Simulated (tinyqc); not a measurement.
Where the concentration falls to given levels: concentration-dependent dopant diffusion with charged defects and the built-in field. Computed by tinyqc, a small Python program. Command: `OMP_NUM_THREADS=1 python tinyqc.py 3028630 3028631 out.jsonl extrinsic walk`. One thread of a shared host (Intel(R) Xeon(R) Processor @ 2.30GHz), about 0.05 s of CPU time with the checks.

A constant source C_s feeds a half space. The dopant moves through neutral point defects and through charged ones, whose number grows with the majority carrier density n.

Inputs (values chosen for the exercise, modelled on boron in silicon):
```
quantity,value,unit
neutral prefactor D0x,0.0548,cm^2/s
neutral activation energy E0,3.49,eV
singly charged prefactor D01,0.829,cm^2/s
activation energy E1,3.49,eV
surface concentration C_s,2.2e+18,1/cm^3
temperature T,950,C
time t,680,s
```

Field enhancement: off.

Constants: k_B = 8.617333262e-05 eV/K.

Method:
- n_i = 3.87e16 T^1.5 exp(-7014/T) per cm^3 (T in kelvin, an empirical form); each D = prefactor x exp(-E/(k_B T)); the intrinsic diffusivity D_i is their sum.
- Temperatures in kelvin are T(C) + 273.15.
- n = C/2 + sqrt(C^2/4 + n_i^2); D(C) = h [Dx + D1 (n/n_i)], h = 1.
- With y = x/sqrt(D_s t), u = C/C_s and q = -(D/D_s) du/dy: du/dy = -q D_s/D, dq/dy = -(y/2) q D_s/D, u(0) = 1. The surface flux q(0) is shot so that u tends to 0 (LSODA, an adaptive multistep solver, relative tolerance 1e-10). Dose Q = 2 q(0) C_s sqrt(D_s t).
- For comparison, erfc profiles with a constant D: x = 2 sqrt(D t) erfc^-1(C/C_s), with D = D_i and D = D_s.

partial diffusivities (cm^2/s): Dx 2.28475e-16, D1 3.45631e-15

n_i = 5.35209e+18 1/cm^3

surface diffusivity D_s = 4.46740e-15 cm^2/s

intrinsic diffusivity D_i = 3.68479e-15 cm^2/s

Depth (nm):
```
C/C_s,D/D_s,full,erfc with D_i,erfc with D_s
8.00e-01,0.96241,6.345,5.671,6.245
5.00e-01,0.90840,16.439,15.099,16.625
2.00e-01,0.85727,30.304,28.689,31.589
1.00e-01,0.84088,38.388,36.822,40.544
3.00e-02,0.82960,49.974,48.580,53.490
1.00e-02,0.82641,58.911,57.662,63.491
1.00e-03,0.82498,74.690,73.662,81.108
1.00e-04,0.82483,87.984,87.095,95.899
```

The depth between C/C_s = 0.1 and 1e-4 spans 49.6 nm in the full profile, against 50.3 nm for D_i and 55.4 nm for D_s; the ratio of the depths at 1e-4 and at 0.5 is 5.35, against 5.77 for any erfc. The profile stays close to an erfc.
